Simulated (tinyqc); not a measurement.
# Anisotropic wet etching of Si(100): plane rates, V-grooves, membranes and undercut, step by step

A worked calculation. Computed by tinyqc, a small Python program that keeps every step. Command: `OMP_NUM_THREADS=1 python tinyqc.py 3003586 3003587 out.jsonl wetetch walk`. One thread of a shared host (Intel(R) Xeon(R) Processor @ 2.30GHz), about 0.01 s of CPU time with the checks. Intermediate numbers are printed to about 6 digits and carried at full precision; extremes and crossings named in words are read from the listed rows.

A long slot opens the mask on a (100) wafer. The floor etches at R100; (111) walls stand at theta = arctan(sqrt2) = 54.7356 degrees to the surface and recede at R111 along their normal.

Inputs (values chosen for the exercise, close to those used for tetramethylammonium hydroxide solutions): prefactor k0 of the (100) rate = 6.2e+08 um/min; activation energy of (100), E = 0.617 eV; ratio (100)/(111) at 80 C = 22; extra energy of (111), dE = 0.11 eV; ratio (100)/oxide at 80 C = 3100; extra energy of the oxide, dE_ox = 0.24 eV; corner undercut rate over (100) rate, c = 3.5; bath temperature T = 90 C; width w (mask opening along <110>, or membrane width in the design step) = 510 um; misalignment of the mask = 0.2 degrees; etch time t = 37 min; wafer thickness d = 300 um; membrane thickness wanted = 10 um.

Constants: k_B = 8.617333262e-05 eV/K.

## Rates

R100 = k0 exp(-E/(k_B T)); a ratio given at 80 C scales as exp[(extra energy/k_B)(1/T - 1/353.15 K)]; R111 and R_ox follow by division. Temperatures in kelvin are T(C) + 273.15.

R100 = 1.69705 um/min

R111 = 0.0852119 um/min

R_ox = 6.80218e-04 um/min

anisotropy R100/R111 = 19.9157

## Shape after the time t

A misaligned edge exposes ledges and adds R100 sin(misalignment) to the lateral rate (a simple estimate): u = R111/sin(theta) + R100 sin(misalignment). Top width W = w + 2 u t; floor width b = W - 2 z/tan(theta) = W - sqrt2 z. The floor lasts until b = 0, at t_V = w/(sqrt2 R100 - 2u); depth z = R100 t before t_V and W/sqrt2 after.

lateral rate u = 0.110287 um/min

time t_V to close the V = 234.007 min

top width W = 518.161 um

depth z = 62.7910 um

floor width b = 429.361 um

The floor remains; undercut per side is 4.08 um, 6.50 % of the depth.

## Designing a membrane from the back side

Etch depth d - membrane, time = depth/R100; for a membrane as wide as w the opening must be w + sqrt2 depth - 2 u time; oxide mask consumed R_ox x time; a 1 K error changes the depth by the fraction E/(k_B T^2); a convex mask corner, such as that of a mesa, would retreat by c x depth.

time to reach the membrane = 170.884 min

opening needed = 882.429 um

oxide consumed = 116.239 nm

depth error per kelvin = 15.7448 um

retreat of a convex corner = 1015 um

The error per kelvin is 157 % of the membrane, so a timed etch cannot hold it and an etch stop is needed. A corner retreat larger than the depth shows why mesas need compensation structures. Caution: rates also depend on concentration, doping, additives and stirring, all held fixed here.

## Speed against selectivity over temperature

Each row etches to the depth d - membrane; undercut per side = (R111/sin(theta) + R100 sin(misalignment)) x time.

Etching to a fixed depth:
```
T (C)  R100 (um/min)  R100/R111  time (h)  undercut (um)  oxide consumed (nm)
30           0.03427    39.9335   141.025         9.9065               25.476
40           0.07286    34.9092    66.334        11.1866               34.162
50           0.14784    30.7721    32.693        12.5544               44.985
60           0.28749    27.3314    16.812        14.0074               58.267
70           0.53781    24.4438     8.987        15.5426               74.340
80           0.97102    22.0000     4.978        17.1567               93.548
90           1.69705    19.9157     2.848        18.8463              116.239
100          2.87850    18.1253     1.679        20.6079              142.761
```

From 30 to 100 C the time falls by a factor 84.0, while the oxide loss grows by 5.60 and the undercut by 2.08: the slower planes and the mask have the higher activation energies, so heat costs selectivity. Misalignment gives 1.01 um of the undercut at any T.

Checks made by the program: depth against time integration (relative difference below 1e-10).
